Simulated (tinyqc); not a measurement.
Interface traps by the conductance method, a continuum of levels: one step of the calculation.

MOS capacitor on an n-type substrate; psi is the band bending, negative in depletion; only majority carriers are counted. The traps exchange electrons with the conduction band; their admittance lies in parallel with Cd, and that pair in series with Cox and Rs. w = 2 pi f.

Task. Capacitances and time constant. Cox = 3.9 eps0/EOT, LD = sqrt(eps0 eps_r Vt/(q Nd)), u = psi/Vt, Cd = (eps0 eps_r/(sqrt(2) LD)) |exp(u) - 1|/sqrt(exp(u) - u - 1); ns = Nd exp(u); tau = 1/(sn vth ns), Cit = q Dit (Dit per eV).

Values chosen for this exercise; band and dielectric values close to those of silicon: temperature T = 300 K; relative permittivity eps_r = 11.6; donor density Nd = 2e17 cm^-3; equivalent oxide thickness EOT = 14 nm; band bending psi ps = -0.257 V; capture cross-section for electrons sn = 1.3e-15 cm^2; thermal velocity vth = 2.3e7 cm/s; interface trap density Dit = 2.5e12 cm^-2 eV^-1.

Constants: q = 1.602176634e-19 C, kB = 1.380649e-23 J/K, Vt = kB T/q, eps0 = 8.8541878128e-14 F/cm where lengths are in cm. Results are converted to the units shown.

Find: Cox; Cd; ns; tau; Cit.

Result.

Cox = 246.65 nF/cm^2
Cd = 266.80 nF/cm^2
ns = 9.6299e12 cm^-3
tau = 3.4730e-6 s
Cit = 400.54 nF/cm^2

Program tinyqc, `OMP_NUM_THREADS=1 python tinyqc.py 2030101 2030102 out.jsonl`; Intel Xeon 2.30GHz, shared host, one thread, about 0.02 s.
